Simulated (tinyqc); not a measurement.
# Electron mobility in a silicon inversion layer, empirical terms and Matthiessen rule: effects of single changes

Inversion layer of sheet density Ns on a uniformly doped body. The mobility terms are empirical power laws with prefactors chosen for the exercise; adding their inverses (Matthiessen) is itself an approximation.

Parameters, values chosen for the exercise; material values close to those of silicon:
```
symbol,value,unit,meaning
T,325,K,temperature
Eg,1.14,eV,band gap
eps_r,11.5,,relative permittivity of the semiconductor
Nc,3.13e19,cm^-3,conduction-band density of states at T
Nv,3.01e19,cm^-3,valence-band density of states at T
Nb,7.9e17,cm^-3,body doping
Vsb,0,V,reverse body bias
eta,0.5,,weight of the inversion charge in the effective field
Ap,468,cm^2/(V s),phonon-limited mobility at 1 MV/cm and 300 K
As,1210,cm^2/(V s),roughness-limited mobility at 1 MV/cm
gs,2,,exponent of the roughness term
Ac,1600,cm^2/(V s),Coulomb prefactor
Nit,3.5e10,cm^-2,charge at the interface
Ns,1.1e13,cm^-2,inversion density
```

Constants: q = 1.602176634e-19 C, kB = 1.380649e-23 J/K, Vt = kB T/q, eps0 = 8.8541878128e-14 F/cm where lengths are in cm. Results are converted to the units shown.

Each table varies one quantity; the others keep the values above.

## Effect of the reverse body bias

ni = sqrt(Nc Nv) exp(-Eg/(2 Vt)), Eg in volts; Ndep = sqrt(2 eps0 eps_r Nb (2 Vt ln(Nb/ni) + Vsb)/q); E = q (Ndep + eta Ns)/(eps0 eps_r), in MV/cm. With t = T/(300 K): muC = Ac (Ns/1e12 cm^-2) t/(Nb/1e17 cm^-3 + Nit/1e11 cm^-2), muP = Ap E^(-1/3) t^(-1.75), muS = As E^(-gs); 1/mu is the sum of the inverses.

The same in every row: muC (cm^2/(V s)) = 2311.

Effect of the reverse body bias:

| Vsb (V) | E (MV/cm) | muP (cm^2/(V s)) | muS (cm^2/(V s)) | mu (cm^2/(V s)) |
|---|---|---|---|---|
| 0 | 1.348 | 368.3 | 666.3 | 215.1 |
| 0.4 | 1.442 | 360.1 | 582.3 | 203.0 |
| 0.8 | 1.522 | 353.7 | 522.2 | 193.2 |
| 1.2 | 1.594 | 348.3 | 476.2 | 185.1 |
| 1.6 | 1.659 | 343.6 | 439.5 | 178.0 |
| 2 | 1.720 | 339.6 | 409.2 | 171.8 |
| 2.4 | 1.776 | 335.9 | 383.6 | 166.2 |

As Vsb goes from 0 to 2.4 V, E rises from 1.35 to 1.78 MV/cm and mu falls from 215 to 166 cm^2/(V s). The phonon term is the smallest in the first and the last row. For Vsb = 0.8 to 2.4 V E passes 1.5 MV/cm, beyond the usual range of such laws.

## Effect of the inversion density

Same model as above.

Result of one run:

| Ns (cm^-2) | E (MV/cm) | muC (cm^2/(V s)) | muP (cm^2/(V s)) | muS (cm^2/(V s)) | mu (cm^2/(V s)) |
|---|---|---|---|---|---|
| 2e12 | 0.6395 | 420.2 | 472.2 | 2959 | 206.8 |

What becomes of these results when the inversion density Ns is changed from 2e12 to 2e11 cm^-2, all else the same?

Result of the changed run:

| Ns (cm^-2) | E (MV/cm) | muC (cm^2/(V s)) | muP (cm^2/(V s)) | muS (cm^2/(V s)) | mu (cm^2/(V s)) |
|---|---|---|---|---|---|
| 2e11 | 0.4979 | 42.02 | 513.3 | 4882 | 38.53 |

The whole series:

| Ns (cm^-2) | E (MV/cm) | muC (cm^2/(V s)) | muP (cm^2/(V s)) | muS (cm^2/(V s)) | mu (cm^2/(V s)) |
|---|---|---|---|---|---|
| 2e11 | 0.4979 | 42.02 | 513.3 | 4882 | 38.53 |
| 3.6e11 | 0.5105 | 75.64 | 509.0 | 4644 | 64.93 |
| 6.3e11 | 0.5317 | 132.4 | 502.2 | 4280 | 102.3 |
| 1.1e12 | 0.5687 | 231.1 | 491.0 | 3742 | 150.8 |
| 2e12 | 0.6395 | 420.2 | 472.2 | 2959 | 206.8 |
| 3.6e12 | 0.7654 | 756.4 | 444.8 | 2066 | 246.6 |
| 6.3e12 | 0.9778 | 1324 | 409.9 | 1266 | 250.9 |
| 1.1e13 | 1.348 | 2311 | 368.3 | 666.3 | 215.1 |
| 2e13 | 2.056 | 4202 | 320.0 | 286.4 | 145.9 |

As Ns goes from 2e11 to 2e13 cm^-2, E rises from 0.498 to 2.06 MV/cm and mu goes from 38.5 through a maximum of 251 (at Ns = 6.3e12 cm^-2 among the rows listed) to 146 cm^2/(V s). The smallest term is the Coulomb one in the first row and the roughness one in the last. Screening lifts the Coulomb term as Ns grows while the field presses the carriers to the interface, hence the maximum. At Ns = 2e13 cm^-2 E passes 1.5 MV/cm, beyond the usual range of such laws.

Program tinyqc, `OMP_NUM_THREADS=1 python tinyqc.py 2510082 2510083 out.jsonl`; Intel Xeon 2.30GHz, shared host, one thread, about 0.01 s.
